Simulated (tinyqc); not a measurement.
Tunnelling through a gate dielectric, WKB transmission and Tsu-Esaki current: two steps of the calculation.

Electrons leave the emitter at x = 0. Energies E (motion across the layers) are in eV from the emitter Fermi level; the collector Fermi level lies at -V and offers states at every E. No charge in the dielectric and no image force: F1 = V/t1, U = phi1 - F1 x. With C = hbar^2/(2 m0), kappa = sqrt(m (U - E)/C) where U > E and 0 elsewhere; T(E) = exp(-S), S = 2 times the integral of kappa over x.

Values chosen for this exercise; dielectric values close to those of hafnium oxide:
- T = 300 K (temperature)
- Ef = 0.35 eV (Fermi energy of the emitter above its band bottom)
- me = 0.88 m0 (emitter mass in the supply function)
- phi1 = 1.52 eV (barrier of layer 1 above the emitter Fermi level at zero bias)
- m1 = 0.19 m0 (tunnelling mass of layer 1)
- t1 = 2 nm (thickness of layer 1)
- V = 0.3 V (voltage across the dielectric)
- E = -0.26 eV (energy of the electron followed)
- nc = 7 (cells in each layer)
- Ea = -0.35 eV (lower end of the energy grid)
- Eb = 0.26 eV (upper end of the energy grid)
- nE = 11 (points of the energy grid)

Constants: q = 1.602176634e-19 C, kB = 1.380649e-23 J/K, hbar = 1.054571817e-34 J s, m0 = 9.1093837015e-31 kg, Vt = kB T/q, hbar^2/(2 m0) = 0.0380998212 eV nm^2. Results are converted to the units shown.

Problem 1. WKB exponent by the midpoint rule. Cut each layer into nc equal cells, take U and kappa at the cell centres, and sum S = 2 sum kappa h.

Find: x; U; kappa; S; T(E).

Solution 1.

x, cell 0 to 6 (nm): [0.1429, 0.4286, 0.7143, 1.0000, 1.2857, 1.5714, 1.8571]
U, cell 0 to 6 (eV): [1.4986, 1.4557, 1.4129, 1.3700, 1.3271, 1.2843, 1.2414]
kappa, cell 0 to 6 (1/nm): [2.9614, 2.9251, 2.8883, 2.8511, 2.8133, 2.7751, 2.7363]
S = 11.400
T(E) = 1.1191e-5

Problem 2. Current density on a coarse energy grid. Each layer adds (2/F) sqrt(m/C) [G(u at its left edge) - G(u at its right edge)] to S, with u = U - E (0 where negative) and G(u) = (2/3) u^1.5. The slope follows from 1/d = -dS/dE.

J = J0 times the integral of T(E) N(E) dE, N = ln[(1 + exp(-E/Vt))/(1 + exp((-E - V)/Vt))], J0 = q^2 me m0 kB T/(2 pi^2 hbar^3) (times 1e-4 for A/cm^2 per eV), by Simpson's rule on nE equally spaced points from Ea to Eb.

Find: E; T(E); N; T(E) N; J0; J.

Solution 2.

E, point 0 to 10 (eV): [-0.3500, -0.2890, -0.2280, -0.1670, -0.1060, -0.0450, 0.0160, 0.0770, 0.1380, 0.1990, 0.2600]
T(E), point 0 to 10: [8.201e-6, 1.012e-5, 1.253e-5, 1.558e-5, 1.945e-5, 2.441e-5, 3.078e-5, 3.902e-5, 4.975e-5, 6.381e-5, 8.241e-5]
N, point 0 to 10: [11.47, 10.68, 8.760, 6.456, 4.116, 1.902, 0.4308, 0.04962, 0.004794, 4.538e-4, 4.287e-5]
T(E) N, point 0 to 10: [9.407e-5, 1.080e-4, 1.097e-4, 1.006e-4, 8.007e-5, 4.643e-5, 1.326e-5, 1.936e-6, 2.385e-7, 2.896e-8, 3.533e-9]
J0 = 3.682e8 A/(cm^2 eV)
J = 1.144e4 A/cm^2

The integrand peaks at E = -0.228 eV among these points.

tinyqc, about 0.03 s, one thread, Intel Xeon 2.30GHz (shared host): `OMP_NUM_THREADS=1 python tinyqc.py 2540134 2540135 out.jsonl`
